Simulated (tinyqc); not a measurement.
Memristor with linear dopant drift, Biolek window: one period.

A film of thickness D has a doped share x: R = Ron x + Roff (1 - x), i = v/R, dx/dt = k i F with k = mv Ron/D^2 and F = 1 - x^(2 p) for i >= 0 and 1 - (x - 1)^(2 p) for i < 0. The drive is v = V0 sin(2 pi f t). The model has no threshold and no heating.

Step h = 1/(12 f), from t = j h. With g(t, x) = dx/dt: k1 = g(t, x), k2 = g(t + h/2, x + h k1/2), k3 = g(t + h/2, x + h k2/2), k4 = g(t + h, x + h k3), x(new) = x + h (k1 + 2 k2 + 2 k3 + k4)/6.

The 12 Runge-Kutta steps against a converged integration; i uses the converged x.

Values chosen for this exercise: resistance of the fully doped film Ron = 100 ohm; resistance of the undoped film Roff = 5000 ohm; film thickness D = 15 nm; dopant mobility mv = 1e-14 m^2/(V s); doped share at t = 0 x0 = 0.25; amplitude V0 = 1 V; window exponent p = 5; frequency f = 2.5 Hz.

One period:
```
j    v (V)  x, coarse steps  x, converged  i (uA)
0    0.000           0.2500        0.2500     0.0
1    0.500           0.2601        0.2601   134.2
2    0.866           0.2884        0.2884   241.5
3    1.000           0.3290        0.3290   295.2
4    0.866           0.3721        0.3721   272.6
5    0.500           0.4056        0.4056   166.0
6    0.000           0.4183        0.4183     0.0
7   -0.500           0.4056        0.4056  -166.0
8   -0.866           0.3724        0.3724  -272.7
9   -1.000           0.3298        0.3298  -295.5
10  -0.866           0.2902        0.2902  -242.0
11  -0.500           0.2629        0.2629  -134.7
12   0.000           0.2533        0.2533     0.0
```

What does the table show?

The current vanishes with the voltage (pinched loop). At the same voltage, j = 2 and 4, it is 241 uA on the way up and 273 uA on the way down. x peaks at 0.4183 at half period and ends at 0.2533, not at its starting value: this window differs for the two directions of the current. The coarse steps miss by at most 5.9e-6.

Numbers from tinyqc (`OMP_NUM_THREADS=1 python tinyqc.py 2880031 2880032 out.jsonl`; about 0.1 s on one thread of a shared Intel Xeon 2.30GHz).
